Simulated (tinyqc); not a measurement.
Deal-Grove kinetics of thermal oxidation of silicon: one step, computed by the program tinyqc. Command: `OMP_NUM_THREADS=1 python tinyqc.py 3025873 3025874 out.jsonl oxide walk`. One thread of a shared host (Intel(R) Xeon(R) Processor @ 2.30GHz), about 0.02 s of CPU time with the checks.

Oxidant diffuses through the oxide and reacts at the interface, so that dx/dt = B/(A + 2x) for the oxide thickness x.

Task: A second oxidation in the same ambient. B = B0 p exp(-E_B/(k_B T)), B/A = (B/A)0 p^m exp(-E_A/(k_B T)), p in atm; A = B/(B/A). Temperatures in kelvin are T(C) + 273.15. Step 2 starts from the thickness x of step 1, with B and A at T2: tau2 = (x^2 + A2 x)/B2 and x2 = (A2/2) [sqrt(1 + 4 B2 (t2 + tau2)/A2^2) - 1].

Inputs (values chosen for the exercise, close to those used for silicon): prefactor B0 = 824 um^2/h; activation energy E_B = 1.21 eV; prefactor (B/A)0 = 3.51e+06 um/h; activation energy E_A = 2.02 eV; temperature T = 925 C; oxidant pressure p = 1 atm; pressure exponent m of B/A = 0.74; temperature of step 2, T2 = 1000 C; time of step 2, t2 = 0.28 h.

Ambient: dry oxygen. Surface: (100). Extension: second step.

oxide thickness x = 0.07229247 um

Constants: k_B = 8.617333262e-05 eV/K.

Give: B2; A2; tau2; thickness after both steps x2.

Result:

B2 = 0.013370 um^2/h

A2 = 0.37758 um

tau2 = 2.4325 h

thickness after both steps x2 = 0.079366 um
